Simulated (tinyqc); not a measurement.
Worked calculation: Pariser-Parr-Pople SCF with singles CI, for the molecule C1=CC2=CC=CC2=C1 (SMILES; centres numbered as the heavy atoms are written). One step of it, computed by the program tinyqc.

Task: Singles CI, singlets. Over the 4 single excitations with the smallest orbital gaps: A = (e_a - e_i) delta + 2 (ia|jb) - (ij|ab), with (pq|rs) = sum c_mp c_mq gamma_mn c_nr c_ns. f = 2/3 w |mu|^2 in atomic units, mu = sqrt2 sum c_ia sum_m c_mi c_ma R_m.

orbital energies (eV): -15.575689  -13.126158  -11.735465  -10.279897  -5.609494  -1.302441  -0.163639  0.488743

coefficients:
```
         MO1        MO2        MO3        MO4        MO5        MO6        MO7        MO8
1C  0.282389   0.497723   0.000000   0.493248   0.000000   0.502266   0.420669   0.000000
2C  0.330341   0.355156   0.412764   0.115460   0.500000  -0.351943  -0.357133  -0.282180
3C  0.449452   0.000000   0.399063  -0.479629   0.000000   0.000000   0.260671   0.583737
4C  0.330341  -0.355156   0.412764   0.115460  -0.500000   0.351943  -0.357133  -0.282180
5C  0.282389  -0.497723   0.000000   0.493248   0.000000  -0.502266   0.420669   0.000000
6C  0.330341  -0.355156  -0.412764   0.115460   0.500000   0.351943  -0.357133   0.282180
7C  0.449452   0.000000  -0.399063  -0.479629   0.000000   0.000000   0.260671  -0.583737
8C  0.330341   0.355156  -0.412764   0.115460  -0.500000  -0.351943  -0.357133   0.282180
```

repulsion gamma_rs (eV), lower triangle:
```
           1C         2C         3C         4C         5C         6C         7C         8C
1C  10.690000
2C   5.241221  10.690000
3C   3.986715   5.242562  10.690000
4C   2.873281   3.591812   5.242562  10.690000
5C   2.546347   2.873281   3.986715   5.241221  10.690000
6C   2.873281   2.973367   3.986292   3.985487   5.241221  10.690000
7C   3.986715   3.986292   5.241915   3.986292   3.986715   5.242562  10.690000
8C   5.241221   3.985487   3.986292   2.973367   2.873281   3.591812   5.242562  10.690000
```

Centres (angstrom, eV; a flat drawing with bonds scaled to 1.40 angstrom):

| centre | x | y | core charge z | W | gamma_rr |
|---|---|---|---|---|---|
| 1C | 2.154000 | 0.000000 | 1 | 12.640000 | 10.690000 |
| 2C | 1.331000 | 1.133000 | 1 | 12.640000 | 10.690000 |
| 3C | 0.000000 | 0.700000 | 1 | 12.640000 | 10.690000 |
| 4C | -1.331000 | 1.133000 | 1 | 12.640000 | 10.690000 |
| 5C | -2.154000 | 0.000000 | 1 | 12.640000 | 10.690000 |
| 6C | -1.331000 | -1.133000 | 1 | 12.640000 | 10.690000 |
| 7C | 0.000000 | -0.700000 | 1 | 12.640000 | 10.690000 |
| 8C | 1.331000 | -1.133000 | 1 | 12.640000 | 10.690000 |

Give: singlet CI matrix; singlet excitation energies; oscillator strengths.

Result:

singlet CI matrix (eV), lower triangle:
```
        4>5     3>5     2>5     4>6
4>5  0.4523
3>5  0.0000  3.8010
2>5  0.0000  0.0000  4.6746
4>6  0.0000  0.5008  0.0000  5.8728
```

singlet excitation energies (eV): 0.4523  3.6863  4.6746  5.9875

oscillator strengths: 0.0000  0.5007  0.5298  1.2102
